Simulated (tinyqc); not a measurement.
Conductance against temperature: thermal boundary conductance by the acoustic and diffuse mismatch models. Computed by tinyqc, a small Python program. Command: `OMP_NUM_THREADS=1 python tinyqc.py 3021896 3021897 out.jsonl kapitza walk`. One thread of a shared host (Intel(R) Xeon(R) Processor @ 2.30GHz), about 0.01 s of CPU time with the checks.

Each side has one longitudinal and two transverse Debye branches, omega = v q up to q_D = (6 pi^2 n)^(1/3), with n counting all atoms. Scattering at the interface is elastic. Electrons are left out of G, also for metals. Melting is ignored. G refers to the temperatures of the phonons sent towards the interface. Linear branches over all atoms overstate G at high T, most for crystals with several atoms a cell.

Inputs (values chosen for the exercise, modelled on magnesium oxide (side 1) and sapphire (side 2)): density rho_1 = 3.63 g/cm^3; longitudinal velocity vL_1 = 9630 m/s; transverse velocity vT_1 = 5920 m/s; atom density n_1 = 105 1/nm^3; density rho_2 = 3.97 g/cm^3; longitudinal velocity vL_2 = 10800 m/s; transverse velocity vT_2 = 6500 m/s; atom density n_2 = 119 1/nm^3.

Structure: film on a substrate.

Constants: hbar = 1.054571817e-34 J s; k_B = 1.380649e-23 J/K.

Method:
- omega_c = v q_D for each branch, given as hbar omega_c/k_B; impedance Z = rho v.
- No mode conversion. t(theta) = 4 Z_1 Z_2 cos(theta_1) cos(theta_2)/N^2, with N = Z_2 cos(theta_1) + Z_1 cos(theta_2) for L (the form for pressure waves) and N = Z_1 cos(theta_1) + Z_2 cos(theta_2) for both T branches (the form for shear waves polarised along the interface); sin(theta_2) = (v_2/v_1) sin(theta_1), and t = 0 beyond the critical angle arcsin(v_1/v_2); the mean over the incoming flux is alpha = 2 int t sin(theta_1) cos(theta_1) d theta_1 (64 Gauss-Legendre points).
- G = (k_B^4 T^3/(8 pi^2 hbar^3)) int W(x) x^4 e^x/(e^x - 1)^2 dx, x = hbar omega/(k_B T). Acoustic mismatch: W = sum over the three branches of alpha(1 to 2)/v_1^2, each up to the lower of its two cut-offs. Diffuse mismatch: W = S_1 S_2/(S_1 + S_2), where S_i sums 1/v^2 over the branches of side i still below their cut-off. Radiation limit: W = min(S_1, S_2). The integral is split at the four cut-offs (64 Gauss-Legendre points a piece, x at most 45).

Branches:
```
branch     v (m/s)  cut-off (K)  Z (1e6 kg/(m^2 s))
L, side 1     9630      1352.59             34.9569
T, side 1     5920       831.50             21.4896
L, side 2    10800      1581.55             42.8760
T, side 2     6500       951.86             25.8050
```

Transmission:
```
branch  t at normal incidence  largest angle from side 1 (deg)  alpha, 1 to 2  alpha, 2 to 1
L                    0.989648                          63.0834       0.752792       0.946825
T                    0.991674                          65.6119       0.815762       0.983437
```

G (MW/(m^2 K)):
```
T (K)  acoustic mismatch  diffuse mismatch  radiation limit
2              0.0044579         0.0024994        0.0045590
5               0.069654          0.039053         0.071234
10               0.55723           0.31243          0.56987
20                4.4579            2.4994           4.5590
40                35.663            19.995           36.472
80                280.22            157.43           286.76
150               1346.3            771.83           1387.1
300               3585.2            2109.9           3731.7
600               5250.4            3119.2           5489.3
1000              5784.2            3443.3           6053.9
```

What follows from these numbers?

All three follow T^3 at the cold end (exponent 3.00 for the diffuse model) and flatten at high T (exponent 0.19 at the hot end); the lowest cut-off is 831 K. The ratio of diffuse to acoustic goes from 0.56 to 0.60. The plateau is set by the frequencies that both sides share.

Extremes, crossings and ranges named in words are read from the listed rows.
